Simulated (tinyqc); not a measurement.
Inputs raised by 10 %, one at a time: estimate of lattice thermal conductivity from elastic moduli (Slack, Klemens and Cahill formulas). Computed by tinyqc, a small Python program. Command: `OMP_NUM_THREADS=1 python tinyqc.py 3012776 3012777 out.jsonl slack sens`. One thread of a shared host (Intel(R) Xeon(R) Processor @ 2.30GHz), about 0.01 s of CPU time with the checks.

An isotropic solid.

Inputs (values chosen for the exercise, for a model crystal): bulk modulus B = 88 GPa; shear modulus G = 58.8 GPa; volume per atom V = 11.8 angstrom^3; mean atomic mass M = 82 u; atoms per primitive cell n = 20; volume expansion coefficient alpha_V = 69.1 ppm/K; temperature T = 300 K; disorder parameter Gamma = 0.00011; grain size d = 170 nm.

Grueneisen parameter: from thermal expansion.

Constants: u = 1.6605390666e-27 kg; hbar = 1.054571817e-34 J s; k_B = 1.380649e-23 J/K; h = 6.62607015e-34 J s.

Method:
- rho = M/V; vL = sqrt((B + 4G/3)/rho), vT = sqrt(G/rho); v_m = [(vL^-3 + 2 vT^-3)/3]^(-1/3); Poisson ratio sigma = (3B - 2G)/(6B + 2G); Theta = hbar v_m (6 pi^2/V)^(1/3)/k_B.
- gamma = alpha_V B V/(3 k_B), with the classical heat capacity 3 k_B per atom.
- Slack, an estimate for T near or above Theta_a: kappa = A M Theta_a^3 delta n^(1/3)/(gamma^2 T) in W/(m K), with M in u, delta = V^(1/3) in angstrom, Theta_a = Theta n^(-1/3) and A = 2.43e-6/(1 - 0.514/gamma + 0.228/gamma^2).
- High-temperature forms with the classical heat capacity. Klemens: kappa/kappa_0 = arctan(u)/u, u^2 = pi^2 Theta V Gamma kappa_0/(h v_m^2). Grains: 1/kappa_poly = 1/kappa + 1/(C v_m d/3), C = 3 k_B/(n V), the acoustic branches alone.
- Cahill minimum: kappa_min = (pi/6)^(1/3) k_B V^(-2/3) sum over L, T, T of v (T/Theta_i)^2 int_0^(Theta_i/T) x^3 e^x/(e^x - 1)^2 dx, Theta_i = Theta v_i/v_m (64 Gauss-Legendre points).
- Its high-temperature limit is (1/2) (pi/6)^(1/3) k_B V^(-2/3) (vL + 2 vT).

Runs; columns: (1) input moved; (2) from; (3) to; (4) Grueneisen parameter gamma; (5) kappa with point defects (W/(m K)); (6) kappa of the polycrystal (W/(m K)); (7) kappa_min (W/(m K)):
```
(1)                                               (2)       (3)     (4)     (5)     (6)      (7)
base run                                            -         -  1.7324  3.0612  2.7255  0.83074
bulk modulus B (GPa)                               88      96.8  1.9056  2.5041  2.2754  0.83817
shear modulus G (GPa)                            58.8     64.68  1.7324  3.5057  3.0893  0.85819
mean atomic mass M (u)                             82      90.2  1.7324  2.9187  2.5987  0.79708
volume expansion coefficient alpha_V (ppm/K)     69.1     76.01  1.9056  2.4864  2.2603  0.83074
temperature T (K)                                 300       330  1.7324  2.7831  2.5029  0.84081
disorder parameter Gamma                      0.00011  0.000121  1.7324  3.0609  2.7253  0.83074
grain size d (nm)                                 170       187  1.7324  3.0612  2.7530  0.83074
```

Exponents ln(y'/y) / ln(x'/x):
```
input                                 Grueneisen parameter gamma  kappa with point defects  kappa of the polycrystal  kappa_min
bulk modulus B                                                 1                    -2.108                    -1.894      0.093
shear modulus G                                                0                     1.423                     1.315      0.341
mean atomic mass M                                             0                    -0.500                    -0.500     -0.434
volume expansion coefficient alpha_V                           1                    -2.182                    -1.964      0.000
temperature T                                                  0                    -0.999                    -0.894      0.126
disorder parameter Gamma                                       0                    -0.001                    -0.001      0.000
grain size d                                                   0                     0.000                     0.105      0.000
```

Which inputs matter most for each result?

Among the inputs moved here: Grueneisen parameter gamma answers most in size to bulk modulus B (exponent +1.000), and about equally to volume expansion coefficient alpha_V (+1.000); its exponent is below 0.0005 for shear modulus G, mean atomic mass M, temperature T, disorder parameter Gamma, grain size d. Kappa with point defects answers most in size to volume expansion coefficient alpha_V (exponent -2.182), next to bulk modulus B (-2.108); its exponent is below 0.0005 for grain size d. Its exponent -0.999 in temperature T: weak disorder. Its exponent -0.001 in disorder parameter Gamma: weak disorder. Kappa of the polycrystal answers most in size to volume expansion coefficient alpha_V (exponent -1.964), next to bulk modulus B (-1.894). kappa_min answers most in size to mean atomic mass M (exponent -0.434), next to shear modulus G (+0.341); its exponent is below 0.0005 for volume expansion coefficient alpha_V, disorder parameter Gamma, grain size d.
